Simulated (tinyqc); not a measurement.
Domain walls in a thin film with perpendicular anisotropy: Bloch, Neel and chiral walls, motion and stripe domains: one step, computed by the program tinyqc. Command: `OMP_NUM_THREADS=1 python tinyqc.py 3004070 3004071 out.jsonl mwall walk`. One thread of a shared host (Intel(R) Xeon(R) Processor @ 2.30GHz), about 0.01 s of CPU time with the checks.

One-dimensional wall: polar angle theta(x), azimuth phi of the moment in the wall (phi = 0 Neel, 90 degrees Bloch). mu_0 = 1.25663706212e-6 T m/A, gamma = 1.76085963023e11 rad/(s T).

Task: Velocity under current. Spin-orbit drive: B_SL = hbar theta_SH J/(2 e M_s t) acts as the field (pi/2) B_SL cos(phi). Steady state: v = (gamma Delta/alpha)(pi/2) B_SL cos(phi) = gamma Delta [B_D sin(phi) - (B_K/2) sin(2 phi)], B_K = 2 K_D/M_s, B_D = pi D/(2 M_s Delta); the root with phi between its rest value and 90 degrees; v saturates at v_D = gamma Delta B_D.

Inputs (values chosen for the exercise, for a model film): saturation magnetisation M_s = 1070 kA/m; DMI constant D = 1.2 mJ/m^2; thickness t = 1.8 nm; damping alpha = 0.2; current density J = 0.14 1e12 A/m^2; spin Hall angle theta_SH = 0.18.

Drive: spin-orbit torque.

K_D = 18.76276 kJ/m^3

width parameter Delta = 15.22645 nm

azimuth phi = 0 degrees

Constants: hbar = 1.054571817e-34 J s; e = 1.602176634e-19 C.

Give: B_SL; azimuth in motion; velocity; saturation velocity v_D.

Result:

B_SL = 4.306 mT

azimuth in motion = 22.12 degrees

velocity = 84.00 m/s

saturation velocity v_D = 310.2 m/s

v is 27 % of v_D: still rising with current. Caution: pinning, heating and tilting of the wall are left out.
